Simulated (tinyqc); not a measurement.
States in the gap of a film: thin (001) film in sp3s* tight binding with raised dangling bonds.

Planes alternate anion (a), cation (c) along [001], a/4 apart, starting with an anion; zero in-plane momentum; levels counted from the bulk Ev, the lower root of [[Epa, Vxx], [Vxx, Epc]]; no spin-orbit coupling. Block of s, pz, s*: from an anion to the cation above, Vss/2 (s,s), Vsapc/2 (s,z), -Vscpa/2 (z,s), Vxx/2 (z,z), Vxapc/2 (s*,z), -Vpaxc/2 (z,s*); to the cation below the same with the s-z and s*-z signs reversed. Block of u = (px + py)/sqrt2 and v = (px - py)/sqrt2: to the cation above (Vxx + Vxy)/2 for u and (Vxx - Vxy)/2 for v, to the cation below the reverse. Each surface atom has two dangling sp3 hybrids; raising both by dl adds (dl/2) [[1, t], [t, 1]] to its s, pz levels (t = -1 at the bottom face, +1 at the top) and dl to the one of u, v in whose plane the missing bonds lie (v for a bottom anion or a top cation, u for a top anion).

Values chosen for the exercise (out of a larger set: near a published set for Ge, fitted to gaps, whose masses and valley positions are rough; the L valleys, lowest in Ge, lie off zero in-plane momentum and are not seen; not measured data): p = (-5.849, 1.612, -5.849, 1.612, 6.356, 6.356, -6.811, 1.604, 4.893, 5.462, 5.462, 5.231, 5.231) eV (order Esa, Epa, Esc, Epc, Exa, Exc, Vss, Vxx, Vxy, Vsapc, Vscpa, Vxapc, Vpaxc); Nw = 30 (planes in the thicker film).

edges (eV): Gamma 0.95400, Delta 0.76181

Levels between 0 and the lower bulk edge, the largest weight on the two outer planes of both faces among them, and the nearest levels outside, for several shifts dl.

Film of Nw planes:

| dl (eV) | levels in the gap | at (eV) | surface weight | next above (eV) | next below (eV) |
|---|---|---|---|---|---|
| 0 | 1 | 0.111 | 0.31 | 0.7834 | -0.0558 |
| 1 | 2 | 0.157, 0.298 | 0.46 | 0.7836 | -0.0558 |
| 2 | 2 | 0.419, 0.538 | 0.46 | 0.7841 | -0.0558 |
| 3 | 2 | 0.640, 0.756 | 0.38 | 0.7842 | -0.0558 |
| 5 | 0 | - | - | 0.7823 | -0.0558 |
| 10 | 0 | - | - | 0.7828 | -0.0558 |
| 30 | 0 | - | - | 0.7830 | -0.0558 |
| 100 | 0 | - | - | 0.7830 | -0.0558 |

Can the levels of the bare film be read as confined subbands?

No: with bare surfaces (dl = 0) 1 level lies in the bulk gap, with up to 31 % of the weight on the four outer planes, two a face, where an even spread gives 13 %; these are dangling-bond states, not subbands. The reruns show the bulk gap clear from dl = 5 eV on, and at dl = 30 eV the next level above lies 0.0 meV from its value at 100 eV.

(tinyqc, `OMP_NUM_THREADS=1 python tinyqc.py 1480393 1480394 out.jsonl`, Intel(R) Xeon(R) Processor @ 2.30GHz, 1 thread, shared host, about 0.4 s.)
